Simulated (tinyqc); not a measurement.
Lossy package transmission line with skin effect: one step of the calculation.

A uniform line in a homogeneous dielectric: c = sqrt(er)/(c0 Z0), l = Z0 sqrt(er)/c0 (c0 = 299792458 m/s), g = w c td, w = 2 pi f. The resistance joins its limits as r = sqrt(r_dc^2 + r_hf^2), with r_dc = rho/(wd th), r_hf = kr rho/(2 delta (wd + th)), delta = sqrt(rho/(pi f mu0)), mu0 = 4 pi 1e-7 H/m; this is an interpolation, and internal inductance, up to 0.05 nH/mm at low frequency, is neglected.

Question. Line constants. delta, r_dc, r_hf, r, l, c and g as defined.

Inputs (values chosen for the exercise): width of the strip wd = 27 um; thickness of the strip th = 12 um; resistivity rho = 2.9 uohm cm; relative permittivity er = 4.2; loss tangent td = 0.02; lossless impedance sqrt(l/c) Z0 = 60 ohm; factor for crowding and the return path kr = 1.2; frequency f = 17 GHz.

Give: delta; r_dc; r_hf; r; l; c; g.

Answer.

delta = 0.6573 um
r_dc = 0.08951 ohm/mm
r_hf = 0.6787 ohm/mm
r = 0.6846 ohm/mm
l = 0.4102 nH/mm
c = 113.9 pF/m
g = 0.2434 S/m

r is 7.65 times r_dc; the skin depth is 0.0548 of the thickness.

Numbers from tinyqc (`OMP_NUM_THREADS=1 python tinyqc.py 2810153 2810154 out.jsonl`; about 0.01 s on one thread of a shared Intel Xeon 2.30GHz).
